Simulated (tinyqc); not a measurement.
Size effects in the resistivity of thin metal films and interconnect lines: one step, computed by the program tinyqc. Command: `OMP_NUM_THREADS=1 python tinyqc.py 3021956 3021957 out.jsonl size walk`. One thread of a shared host (Intel(R) Xeon(R) Processor @ 2.30GHz), about 0.01 s of CPU time with the checks.

Electrons lose their drift at surfaces (a share 1 - p of the hits) and at grain boundaries (reflection R), besides bulk scattering. The line sits in a trench with a non-conducting liner on both walls and the bottom; the spacing equals the drawn width.

Problem. Surfaces. Fuchs-Sondheimer film: rho_b/rho = 1 - (3/(2 kappa))(1 - p) int_0^1 (s - s^3)(1 - exp(-kappa/s))/(1 - p exp(-kappa/s)) ds, f = rho/rho_b, kappa = thickness/lambda, 80 Gauss-Legendre points. Line: the excess of a film of thickness w_m and of a film of thickness h_m are added, rho/rho_b = 1 + (f(w_m) - 1) + (f(h_m) - 1), an estimate that holds best when both sides exceed lambda.

Inputs (values chosen for the exercise, modelled on copper): bulk mean free path lambda = 39.5 nm; specularity p = 0.69.

Geometry: line.

metal width w_m = 12.6 nm

metal height h_m = 28.4 nm

Give: kappa = w_m/lambda; f(w_m); f(h_m); rho/rho_b from surfaces.

Solution.

kappa = w_m/lambda = 0.31899

f(w_m) = 1.3687

f(h_m) = 1.1704

rho/rho_b from surfaces = 1.5391
